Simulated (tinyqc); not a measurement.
# Margin needed against array size

Cells fail independently with probability Q(k) = erfc(k/sqrt(2))/2 when the margin is k standard deviations, and Y = exp(-Nb Q(k)). phi = exp(-k^2/2)/sqrt(2 pi).  k solves Y = exp(-Nb Q(k)); the estimate is sqrt(2 ln(Nb/(-ln Y))).

Parameters, values chosen for the exercise: wanted yield Y = 0.999.

Result of one run:
```
allowed Q       k  estimate
3.8166e-9  5.7764    6.2264
```

Which number of cells Nb gave this result: 16384, 262144, 67108864 or 1073741824?

Nb = 262144.

The whole series:
```
Nb            allowed Q       k  estimate
1024          9.7705e-7  4.7581    5.2609
16384         6.1066e-8  5.2903    5.7639
262144        3.8166e-9  5.7764    6.2264
4194304      2.3854e-10  6.2265    6.6568
67108864     1.4909e-11  6.6475    7.0610
1073741824   9.3179e-13  7.0443    7.4433
17179869184  5.8237e-14  7.4207    7.8070
```

A 1.68e7-fold larger array raises k only from 4.76 to 7.42; the last factor of 16 costs 0.38 standard deviations. The estimate, which drops the factor 1/(k sqrt(2 pi)) of the tail, is 11 % above k in the first row and 5.2 % above it in the last.

tinyqc, about 0.01 s, one thread, Intel Xeon 2.30GHz (shared host): `OMP_NUM_THREADS=1 python tinyqc.py 2090048 2090049 out.jsonl`
